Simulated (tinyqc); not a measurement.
Self-heating of a transistor with one or more fingers, with temperature-dependent conductivity: one step, computed by the program tinyqc.

N long parallel fingers lie on the top face of a slab whose bottom is held at T_0; the top is otherwise insulated, and heat flows in two dimensions. P in W/mm is 1000 P in W/m.

Task: Linear temperature rise of each finger. theta_i = (P/(pi kappa_0)) [g_0 + sum over j != i of g(|i - j| s)], with equal powers and constant conductivity; thermal resistance = largest theta/P.

Inputs (values chosen for the exercise, modelled on indium phosphide): conductivity at the base temperature kappa_0 = 66.6 W/(m K); power per gate width P = 0.58 W/mm; fingers N = 4.

Power: fixed power.

own factor g_0 = 9.024788

g(j s), j = 1..7: 1.819049  1.151865  0.787656  0.553924  0.394455  0.282600  0.203077

Give: theta of each finger; largest theta; thermal resistance.

Result:

theta of each finger (K): 35.44  38.30  38.30  35.44

largest theta = 38.30 K

thermal resistance = 66.03 K mm/W

The neighbours supply 35 % of the rise of the hottest finger, which runs 2.9 K above the outer ones.
